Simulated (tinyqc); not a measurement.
Carrier lifetime from Shockley-Read-Hall, radiative, Auger and surface recombination. From radiative efficiency at dn back to radiative coefficient B. Computed by tinyqc, a small Python program. Command: `OMP_NUM_THREADS=1 python tinyqc.py 3010739 3010740 out.jsonl lifetime inv`. One thread of a shared host (Intel(R) Xeon(R) Processor @ 2.30GHz), about 0.02 s of CPU time with the checks.

Energies are counted from the top of the valence band. Boltzmann statistics, full ionisation, and equal excess densities of electrons and holes.

Inputs (values chosen for the exercise, for a model semiconductor):
```
quantity,value,unit
gap E_g,2.93,eV
electron mass m_e,0.17,m_0
valleys M_c,1,-
hole mass m_h,0.695,m_0
temperature T,400,K
doping N,9.7e+15,cm^-3
trap level E_t,0.423,eV
trap density N_t,7.3e+11,cm^-3
electron cross-section sigma_n,4.9e-14,cm^2
hole cross-section sigma_p,1.2e-14,cm^2
Auger coefficient C_n,5.1e-31,cm^6/s
Auger coefficient C_p,9.1e-31,cm^6/s
excess density dn,2.9e+15,cm^-3
diffusion coefficient D,11,cm^2/s
```

Doping: n-type. Surface term: none.

Constants: m_0 = 9.1093837015e-31 kg; k_B = 1.380649e-23 J/K; h = 6.62607015e-34 J s; k_B = 8.617333262e-05 eV/K.

Method:
- N_c = 2 M_c (2 pi m_e k_B T/h^2)^(3/2) and N_v = 2 (2 pi m_h k_B T/h^2)^(3/2), masses in units of m_0.
- n_i = sqrt(N_c N_v) exp(-E_g/2 k_B T); majority density N/2 + sqrt(N^2/4 + n_i^2), minority density n_i^2 over it.
- v = sqrt(3 k_B T/m) with m_e or m_h; tau_n0 = 1/(sigma_n v_n N_t), tau_p0 = 1/(sigma_p v_p N_t); n1 = N_c exp(-(E_g - E_t)/k_B T), p1 = N_v exp(-E_t/k_B T).
- With n = n_0 + dn, p = p_0 + dn and U/dn = 1/tau: (n p - n_i^2)/dn = n_0 + p_0 + dn = s; 1/tau_SRH = s/[tau_p0 (n + n1) + tau_n0 (p + p1)]; 1/tau_rad = B s; 1/tau_Aug = (C_n n + C_p p) s; the rates add.
- Radiative efficiency = tau_eff/tau_rad; effective diffusion length = sqrt(D tau_eff).

Question. A run gave the result below. Find the radiative coefficient B, known to lie between 4.1e-10 and 1.1e-09 cm^3/s.

radiative efficiency at dn = 0.9819333

Answer.

Each step takes the trial c = (a f_b - b f_a)/(f_b - f_a), f being the result less the target and a, b, c the logarithms of the listed values; c replaces end b, the old b replaces a if the sign of f changed, and otherwise f_a is halved.

Scan of the range:
```
radiative coefficient B (cm^3/s),radiative efficiency at dn
4.10e-10,0.974010
4.83e-10,0.977851
5.70e-10,0.981168
6.72e-10,0.983981
7.92e-10,0.986375
9.33e-10,0.988410
1.10e-09,0.990152
```

False position (Illinois rule, in the logarithm of the input) inside the bracket:
```
step,end a,end b,trial,radiative efficiency at dn
1,5.70000e-10,6.72000e-10,5.96104e-10,0.981978
2,5.70000e-10,5.96104e-10,5.93315e-10,0.981895
3,5.96104e-10,5.93315e-10,5.94602e-10,0.981933
4,5.93315e-10,5.94602e-10,5.94601e-10,0.981933
```

Radiative efficiency at dn rises at every point of a 13-point scan of the range (every second point is shown), so one value fits; it is bracketed by 5.70e-10 and 6.72e-10. Answer: radiative coefficient B = 5.946e-10 cm^3/s.
